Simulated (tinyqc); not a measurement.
Floating body of a partially depleted SOI transistor: body voltage and kink: transfer curve and swing.

Source at 0 V. Channel current Ic = 2 nf K Vt^2 [F(0) - F(Vd)](1 + la Vd), F(V) = ln^2(1 + exp((Vg - VT - nf V)/(2 nf Vt))), VT = VT0 - gb Vb. Saturation voltage Vs = 2 Vt sqrt(F(0)) + 3 Vt, excess Ve = (Vd - Vs + sqrt((Vd - Vs)^2 + 0.0004 V^2))/2, multiplication M1 = Ai Ve exp(-Bl/Ve). Each junction passes D(v) = J1 (exp(v/Vt) - 1) + J2 (exp(v/(2 Vt)) - 1). Bipolar current Ib = bb J1 (exp(Vb/Vt) - 1). The body settles where M1 (Ic + Ib) = D(Vb) + D(Vb - Vd) + Vb/Rb; drain current Id = (1 + M1)(Ic + Ib) - D(Vb - Vd).

Rows with more than one solution for Vb (latch) are left out; dId/dVd by a forward difference over 1e-4 V, swing = 1e-4 V over the change of log10 Id; M1 under 1e-12 is printed as 0.

Inputs (values chosen for the exercise); values of the order met in partially depleted silicon-on-insulator transistors:
- T = 300 K (temperature)
- VT0 = 0.34 V (threshold at zero body voltage)
- gb = 0.25 (fall of the threshold per volt of body voltage)
- nf = 1.4 (slope factor)
- K = 450 uA/(V^2 um) (gain factor per width)
- la = 0.07 1/V (channel-length modulation factor)
- Ai = 3.96 1/V (impact-ionisation prefactor)
- Bl = 8.2 V (impact-ionisation voltage)
- J1 = 9.2e-12 uA/um (diffusion saturation current of each junction)
- J2 = 5.4e-9 uA/um (recombination saturation current of each junction)
- bb = 3 (gain of the lateral bipolar transistor on the diffusion current)
- Rb = 1e5 kohm um (resistance of a weak body tie to the source (1e9 stands for no tie, and the term is then dropped))
- Vd = 2.5 V (drain voltage)

Constants: q = 1.602176634e-19 C, kB = 1.380649e-23 J/K, Vt = kB T/q. Results are converted to the units shown.

Results:

| Vg (V) | Vb (V) | M1 | Id, floating (uA/um) | Id, grounded (uA/um) | ratio | swing, floating (mV/decade) | swing, grounded (mV/decade) |
|---|---|---|---|---|---|---|---|
| -0.11 | 1.285e-4 | 0.3249 | 5.222e-6 | 5.217e-6 | 1.001 | 83.43 | 83.51 |
| -0.01 | 0.002041 | 0.3248 | 8.325e-5 | 8.209e-5 | 1.014 | 82.51 | 83.68 |
| 0.29 | 0.6986 | 0.2706 | 23.56 | 0.2144 | 109.9 | 307.5 | 101.9 |
| 0.39 | 0.7112 | 0.2365 | 42.70 | 1.539 | 27.74 | 486.0 | 139.0 |
| 0.49 | 0.7183 | 0.2036 | 63.60 | 5.995 | 10.61 | 681.9 | 210.5 |
| 0.59 | 0.7225 | 0.1734 | 85.60 | 14.77 | 5.795 | 874.9 | 310.5 |
| 0.69 | 0.7249 | 0.1462 | 108.7 | 27.79 | 3.912 | 1055 | 426.2 |

Estimate the missing row, Vg = 0.19 V.

Computed row:

| Vg (V) | Vb (V) | M1 | Id, floating (uA/um) | Id, grounded (uA/um) | ratio | swing, floating (mV/decade) | swing, grounded (mV/decade) |
|---|---|---|---|---|---|---|---|
| 0.19 | 0.6745 | 0.3003 | 8.593 | 0.01839 | 467.3 | 170.6 | 88.50 |

With this row back in the table: Vb rises from 1.28e-4 to 0.725 V. The smallest swing among the rows is 82.5 mV a decade with a floating body (at Vg = -0.01 V) and 83.5 with a grounded one; Vt ln 10 = 59.5. In the first row the floating body raises the current by a factor of 1.00.

Range of the model: The multiplication law is an empirical form chosen for the exercise; self-heating and capacitive coupling to the body are left out, and the linear laws are rough once Vb passes about 0.7 V or M1 about 0.1.

Computed by the program tinyqc: `OMP_NUM_THREADS=1 python tinyqc.py 2182264 2182265 out.jsonl`, one thread of a shared Intel Xeon 2.30GHz, about 0.2 s for the whole run.
